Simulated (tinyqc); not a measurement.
Inside a calculation. Model: molecular dynamics of a small cluster by velocity Verlet steps. Computed by tinyqc, a small Python program that keeps every step. Command: `OMP_NUM_THREADS=1 python tinyqc.py 3007076 3007077 out.jsonl verlet walk`. One thread of a shared host (Intel(R) Xeon(R) Processor @ 2.30GHz), about 0.08 s of CPU time with the checks. Intermediate numbers are printed to about 5 digits and carried at full precision; extremes and crossings named in words are read from the listed rows.

E = sum_i {sum_j A exp(-p (r_ij/r0 - 1)) - xi sqrt(rho_i)}, rho_i = sum_j exp(-2 q (r_ij/r0 - 1)); the force on i is -sum_j w_ij (R_i - R_j)/r_ij with w_ij = -(2p/r0) A exp(-p (r_ij/r0 - 1)) + (xi q/r0) exp(-2 q (r_ij/r0 - 1)) (rho_i^(-1/2) + rho_j^(-1/2)).

Inputs (values chosen for the exercise, for model atoms): length r0 = 2.33 angstrom; repulsion A = 0.18 eV; hopping xi = 2.27 eV; decay p = 11.7; decay q = 3.21; atomic mass M = 171 u; time step dt = 39 fs; steps = 200; target temperature T0 = 300 K; coupling time tau = 50 fs.

Potential: Gupta. Thermostat: Berendsen.

starting positions (angstrom), rows atom 1, atom 2, atom 3, atom 4, atom 5, columns x, y, z:
```
[[0, 0.03, 0],
 [2.17, -0.04, -0.01],
 [1.07, 1.88, -0.01],
 [1.07, 0.6, 1.75],
 [1.1, 0.65, -1.76]]
```

starting velocities (angstrom/fs), rows atom 1, atom 2, atom 3, atom 4, atom 5, columns x, y, z:
```
[[-0.00085, 0.00079, 0.00052],
 [0.00075, -0.00141, -0.0005],
 [-0.00019, 0.00181, 0.00013],
 [-0.00027, 8e-05, -0.00162],
 [0.00056, -0.00126, 0.00148]]
```

Constants: 1 eV/(angstrom u) = 9.648533212e-03 angstrom/fs^2; k_B = 8.617333262e-05 eV/K.

## State at the start

Velocity Verlet: a = c F/M with c = 9.648533212e-3 angstrom/fs^2 per eV/(angstrom u); R(new) = R + v dt + a dt^2/2; v(new) = v + (a + a(new)) dt/2. Kinetic energy K = M v^2/(2c); temperature T = 2K/((3N - 3) k_B), rotation of the cluster included. After each step v is scaled by sqrt(1 + (dt/tau)(T0/T - 1)).

forces (eV/angstrom), rows atom 1, atom 2, atom 3, atom 4, atom 5, columns x, y, z:
```
[[-0.60777, -0.57451, -0.31799],
 [-0.07914, 0.26012, 0.06065],
 [0.38868, 0.32481, 0.29758],
 [0.26656, 0.14586, -0.06262],
 [0.03167, -0.15628, 0.02239]]
```

potential energy = -19.568 eV

kinetic energy = 0.12886 eV

temperature = 249.23 K

## Step 1

The formulas are those given above.

positions after step 1 (angstrom), rows atom 1, atom 2, atom 3, atom 4, atom 5, columns x, y, z:
```
[[-0.0592, 0.0362, 0.0066],
 [2.1959, -0.0838, -0.0269],
 [1.0793, 1.9645, 0.0078],
 [1.0709, 0.6094, 1.6841],
 [1.1232, 0.5942, -1.7013]]
```

new forces (eV/angstrom), rows atom 1, atom 2, atom 3, atom 4, atom 5, columns x, y, z:
```
[[0.4134, 0.2109, -0.5080],
 [-0.6941, 0.6082, 0.5774],
 [0.1543, -1.4993, -0.2603],
 [0.4160, 0.2138, 0.2963],
 [-0.2896, 0.4664, -0.1055]]
```

velocities after step 1 (angstrom/fs), rows atom 1, atom 2, atom 3, atom 4, atom 5, columns x, y, z:
```
[[-0.0015363, 0.0005632, -0.0005615],
 [-0.0001455, -0.0006564, 0.0002918],
 [0.0005883, 0.0007476, 0.0002469],
 [0.0006946, 0.0006869, -0.0019680],
 [0.0003988, -0.0013268, 0.0020052]]
```

total energy = -19.317 eV

## Step 2

The formulas are those given above.

positions after step 2 (angstrom), rows atom 1, atom 2, atom 3, atom 4, atom 5, columns x, y, z:
```
[[-0.1014, 0.0672, -0.0371],
 [2.1604, -0.0833, 0.0093],
 [1.1088, 1.9293, 0.0063],
 [1.1159, 0.6453, 1.6201],
 [1.1263, 0.5624, -1.6276]]
```

new forces (eV/angstrom), rows atom 1, atom 2, atom 3, atom 4, atom 5, columns x, y, z:
```
[[-0.6216, -0.3300, 0.8144],
 [1.4684, -0.9658, 0.2623],
 [0.0680, 0.8174, -0.8714],
 [-0.6993, -0.2289, 3.0189],
 [-0.2156, 0.7073, -3.2242]]
```

velocities after step 2 (angstrom/fs), rows atom 1, atom 2, atom 3, atom 4, atom 5, columns x, y, z:
```
[[-0.0019126, 0.0004682, -0.0002431],
 [0.0007654, -0.0011373, 0.0013171],
 [0.0009024, -0.0000029, -0.0010815],
 [0.0004149, 0.0007261, 0.0018196],
 [-0.0001701, -0.0000383, -0.0017965]]
```

total energy = -19.091 eV

## Fastest vibration

Relax the cluster, diagonalise the Hessian (central differences): omega_max = sqrt(c lambda_max/M). Verlet steps are stable for omega_max dt < 2.

omega_max = 0.059025 1/fs

shortest period = 106.45 fs

omega_max dt = 2.3020

The step is 1/2.7 of the shortest period.

## The trajectory

Spread = largest minus smallest value. The test of the step is the spread (largest minus smallest) of the total energy over the run without thermostat, against the spread of K; the step passes below 5 %. The mean T is over the second half.

Course of the run (evenly spaced rows):
```
step  t (fs)       U (eV)   K (eV)   U + K (eV)   T (K)
0          0  -1.9568e+01  0.12886  -1.9439e+01   249.2
14       546  -6.5310e-01  0.59295  -6.0149e-02  1146.8
28      1092  -4.7973e-04  0.15634   1.5586e-01   302.4
42      1638  -3.9049e-04  0.15511   1.5472e-01   300.0
56      2184  -4.2266e-04  0.15511   1.5469e-01   300.0
70      2730  -4.8290e-04  0.15511   1.5463e-01   300.0
84      3276  -5.7051e-04  0.15511   1.5454e-01   300.0
98      3822  -6.9917e-04  0.15512   1.5442e-01   300.0
112     4368  -8.9605e-04  0.15512   1.5422e-01   300.0
126     4914  -1.2164e-03  0.15512   1.5390e-01   300.0
140     5460  -1.7857e-03  0.15513   1.5334e-01   300.0
154     6006  -2.9433e-03  0.15514   1.5220e-01   300.1
168     6552  -5.8826e-03  0.15520   1.4932e-01   300.2
182     7098  -1.7467e-02  0.15557   1.3810e-01   300.9
196     7644  -1.8332e-01  0.16661  -1.6710e-02   322.2
```

spread of the total energy = 39.393 eV

spread of the total over spread of K = 1.5513

mean temperature = 303.90 K

The total energy spreads by 160 % of the swings of K: with omega_max dt = 2.30 the step is too long, beyond the stability limit of 2.

Reruns converge with time step dt = 4.9. Reruns still fail with time step dt = 27.0.
